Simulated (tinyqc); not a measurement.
Defect equilibria of an oxide against oxygen pressure (mass action): one step, computed by the program tinyqc. Command: `OMP_NUM_THREADS=1 python tinyqc.py 3007258 3007259 out.jsonl brouwer walk`. One thread of a shared host (Intel(R) Xeon(R) Processor @ 2.30GHz), about 0.01 s of CPU time with the checks.

Defects: oxygen vacancies V (charge +2), electrons n, holes p, the ionic partner X = V_M'' (charge -2), and the dopant. Activities are taken equal to concentrations.

Question. Equilibrium constants. K_r = K_r0 exp(-H_r/k_B T) = [V] n^2 P^(1/2); K_i = N_c N_v exp(-E_g/k_B T) = n p; K_s = K_s0 exp(-H_s/k_B T) = [X] [V].

Inputs (values chosen for the exercise, for a model oxide):
```
quantity                  value             unit
reduction enthalpy H_r     2.95               eV
prefactor K_r0          2.9e+68  cm^-9 atm^(1/2)
gap E_g                    2.94               eV
prefactor N_c N_v       5.7e+42            cm^-6
disorder enthalpy H_s      2.41               eV
prefactor K_s0          6.2e+45            cm^-6
temperature T              1100                K
```

Ionic disorder: Schottky, oxide MO. Dopant (singly charged, fully ionised): acceptor.

Constants: k_B = 8.617333262e-05 eV/K.

Give: K_r; K_i; K_s.

Answer.

K_r = 8.844e+54 cm^-9 atm^(1/2)

K_i = 1.932e+29 cm^-6

K_s = 5.632e+34 cm^-6
